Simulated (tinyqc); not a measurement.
Debye-Callaway model of lattice thermal conductivity: one step, computed by the program tinyqc.

Three acoustic branches with one velocity v, cut at omega_D = k_B Theta/hbar; x = hbar omega/(k_B T). v and Theta are separate inputs: Theta cuts off the heat-carrying modes, so C need not reach 3 k_B/V. gamma is an effective value that sets the umklapp rate. Heat flows along the wire.

Question. The integrand on a coarse grid. Rates: point defects A omega^4; umklapp B omega^2 T exp(-Theta/(b T)) with B = hbar gamma^2/(M v^2 Theta); normal processes f_N B omega^2 T (T/Theta)^2. Boundaries: v/Lambda_B with Lambda_B = D (1 + p)/(1 - p). x runs in ten equal steps to min(Theta/T, 12); g = x^4 e^x/(e^x - 1)^2; tau_C is the inverse of all rates summed; the last column is c tau_C g with c = (k_B/(2 pi^2 v)) (k_B T/hbar)^3.

Inputs (values chosen for the exercise, for a model crystal):
```
quantity                              value        unit
sound velocity v                       6200         m/s
Debye temperature Theta                 482           K
mean atomic mass M                      143           u
effective Grueneisen parameter gamma   2.08           -
umklapp exponent divisor b                3           -
wire diameter D                        0.15  micrometre
specularity p                           0.8           -
normal-process factor f_N                 2           -
temperature T                            77           K
```

Sample: wire. Point defects: isotopes. Normal processes: included.

Rayleigh coefficient A = 3.954699e-45 s^3

Constants: k_B = 1.380649e-23 J/K; hbar = 1.054571817e-34 J s; u = 1.6605390666e-27 kg.

Give: Integrand.

Answer.

Integrand:
```
x          g  tau_C (s)  c tau_C g (W/(m K))
0.626  0.379  2.148e-10                 9.42
1.252  1.378  2.034e-10                32.39
1.878  2.650  1.785e-10                54.68
2.504  3.812  1.411e-10                62.14
3.130  4.588  1.010e-10                53.54
3.756  4.878  6.791e-11                38.29
4.382  4.727  4.469e-11                24.41
5.008  4.261  2.955e-11                14.55
5.634  3.627  1.990e-11                 8.34
6.260  2.947  1.372e-11                 4.67
```

Among these rows the integrand is largest at x = 2.50.
